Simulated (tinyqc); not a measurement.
## Bulk resistivity and mean free path from two films

Problem. In the thick-film limit single-crystal films obey rho = rho0 (1 + 3 (1 - ps) lam/(8 d)). Find rho0, lam and the product rho0 lam.

Inputs (values chosen for the exercise):
```
symbol  value  unit                               meaning
ps          0        specular share of surface scattering
```

rho at d = 19 and 68 nm (uohm cm): 7.4828947  6.4503676

Solution. rho is a straight line in 1/d: the intercept is rho0 and the slope (3/8)(1 - ps) rho0 lam. Without ps only the product (1 - ps) lam could be found.

rho0 = 6.050 uohm cm
lam = 12.00 nm
rho0 lam = 72.60 uohm cm nm

Program tinyqc, `OMP_NUM_THREADS=1 python tinyqc.py 2100038 2100039 out.jsonl`; Intel Xeon 2.30GHz, shared host, one thread, about 0.01 s.
